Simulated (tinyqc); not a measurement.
Worked calculation: quantum-confined Stark effect in a modulator well. Values are carried at full precision from step to step, so a last printed digit may differ when a step is redone from the rounded ones.

Constants: hbar^2/2m0 = 3.80998211 eV angstrom^2; e^2/(4 pi eps0) = 14.39964547 eV angstrom; hc = 1239.841984 eV nm.

Parameters, chosen for this exercise (near those of an InGaAs well in InAlAs; not measured data):
```
symbol  value   unit      meaning
L       138     angstrom  well width
me      0.0431  m0        electron, well
mh      0.383   m0        heavy hole along z, well
F       69      kV/cm     field
Vc      0.493   eV        conduction offset
Vv      0.202   eV        heavy-hole offset
meb     0.0769  m0        electron, barrier
mhb     0.423   m0        heavy hole, barrier
Eg      0.773   eV        gap of the well
mp      0.108   m0        heavy hole in the plane
eps     13.7              dielectric constant
dE      22      meV       operating point below the zero-field line
G       8       meV       half width of the exciton line
```

## Estimate for hard walls

Second order: each level moves by -C m (e F)^2 L^4/(2c), C = (15/pi^2 - 1)/(24 pi^2), c = hbar^2/2m0, 1 kV/cm = 1e-5 eV/angstrom. It holds while e F L is no more than about twice 3 c pi^2/(m L^2).

Estimate:
```
carrier,shift (meV),e F L over the level spacing
electron,-2.14,0.69
heavy hole,-19.05,6.16
```

The hole, 8.9 times heavier, carries 90 % of the estimated shift; for it the ratio exceeds 3, so second order overstates its shift, by 13 % at a ratio of 3 and 60 % at 8.

## Levels and envelopes

Envelopes on cells of 0.5 angstrom over the well |z| < L/2 and 45 angstrom of barrier on each side, psi = 0 beyond, psi'/m continuous (mean mass between points), c = hbar^2/2m0. The electron sees + e F z and the hole - e F z, each with its offset in the barriers; 1 kV/cm = 1e-5 eV/angstrom. Light holes, band mixing and escape by tunnelling are left out.

Ground levels, squared overlap and separation <z>_h - <z>_e without and with the field.

Results:
```
F (kV/cm),E_e (meV),E_h (meV),overlap^2,separation (angstrom)
0,28.95,4.21,0.988,0.0
69,23.82,-13.58,0.308,53.3
```

The electron level moves by -5.13 meV (2.4 times the hard-wall estimate, since it leaks into the barriers and sees a wider well) and the hole level by -17.79 meV (0.93 times). For the hole, saturation lowers the shift and leakage raises it, so a ratio near 1 is a coincidence.

## Exciton

Exciton: in-plane function exp(-rho/lam), 1/mu = 1/me + 1/mp, E(lam) = c/(mu lam^2) - (q/eps) times the integral over k of Fm(k)(1 + (k lam/2)^2)^(-3/2), Fm(k) the double integral of psi_e^2 psi_h^2 exp(-k |z - z'|), q = e^2/(4 pi eps0); binding Eb = -E at the minimum. Line at Eg + E_e + E_h - Eb, strength proportional to overlap^2/lam^2.

Minimise over lam without and with the field.

Results:
```
F (kV/cm),lam (angstrom),Eb (meV),line (eV),nm,overlap^2/lam^2 (1e-4/angstrom^2)
0,186.9,5.24,0.8009,1548.0,0.2827
69,221.0,4.28,0.7790,1591.7,0.0630
```

The weaker binding gives back 0.96 meV of the red shift, leaving 22.0 meV; the strength falls to 22 %.

## Contrast at the operating point

With a Gaussian line of half width G, the absorption at E_op = line(0) - dE is proportional to strength x exp(-ln2 ((E_op - line)/G)^2); continuum absorption is left out. Give it at both fields, relative to the zero-field peak.

E_op = 0.7789 eV
wavelength = 1591.7 nm

absorption without and with the field: 0.0053  0.22

The field changes the absorption by +0.22 of the zero-field peak. With dE above 2G the Gaussian tail at zero field is weak; real tails fall only exponentially and absorb more.

## Checks

- Zero-field levels against the matching condition of the square well, meV: largest difference 5.9e-04.
- Slope d(E_e + E_h)/dF against minus the separation (Hellmann-Feynman), angstrom: both -53.3.

(tinyqc, `OMP_NUM_THREADS=1 python tinyqc.py 1282276 1282277 out.jsonl`, Intel(R) Xeon(R) Processor @ 2.30GHz, 1 thread, shared host, about 0.2 s.)
